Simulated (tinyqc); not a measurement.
From a target to a composition: alloy A(1-x)B(x) by interpolation with bowing. Three cases, with inputs chosen for the exercise.

Problem. An alloy A(1-x)B(x) has the gap E(x) = (1 - x) E_A + x E_B - C1 x (1 - x) at Gamma, C1 the first entry of C. Which x puts hc/E at the given wavelength, and what is the mismatch (a_sub - a(x))/a(x) to a substrate of A, with Vegard for a(x)?

Constants: hc = 1239.841984 eV nm.

Case 1.

Values chosen (out of a larger set: A near InAs, B near AlAs; not measured data): a = (6.06, 5.668) angstrom (lattice constant of A, B); Eg = (0.412, 3.125) eV (gap at Gamma to the s-like level of A, B); C = (0.863, 0, 0) eV (bowing of the Gamma, X and L gaps).

wavelength = 2192.380 nm

Case 2.

Values chosen (out of a larger set: A near InAs, B near GaAs; not measured data): a = (6.062, 5.65) angstrom (lattice constant of A, B); Eg = (0.419, 1.529) eV (gap at Gamma to the s-like level of A, B); C = (0.434, 1.51, 0.292) eV (bowing of the Gamma, X and L gaps).

wavelength = 1469.924 nm

Case 3.

Values chosen (out of a larger set: A near Ge, B near Si; not measured data): a = (5.657, 5.437) angstrom (lattice constant of A, B); Eg = (0.887, 4.184) eV (gap at Gamma to the s-like level of A, B); C = (0.171, 0.22, 0) eV (bowing of the Gamma, X and L gaps).

wavelength = 662.134 nm

Find: target gap; x; mismatch.

Solution. Solve C1 x^2 + (E_B - E_A - C1) x + E_A - hc/wavelength = 0; the gap is monotonic in x because |E_B - E_A| > C1, so one root lies between 0 and 1. Whether Gamma is the lowest valley there, and whether such a mismatch can be grown coherently, are separate questions.

Case 1.

target gap = 0.5655 eV
x = 0.080
mismatch = 0.520 %

Case 2.

target gap = 0.8435 eV
x = 0.480
mismatch = 3.372 %

Case 3.

target gap = 1.8725 eV
x = 0.310
mismatch = 1.220 %

Computed by tinyqc, one run a case: `OMP_NUM_THREADS=1 python tinyqc.py N N+1 out.jsonl` with N = 1080214, 1080226, 1080233; one thread of a shared Intel(R) Xeon(R) Processor @ 2.30GHz, about 0.01 s a run at most.
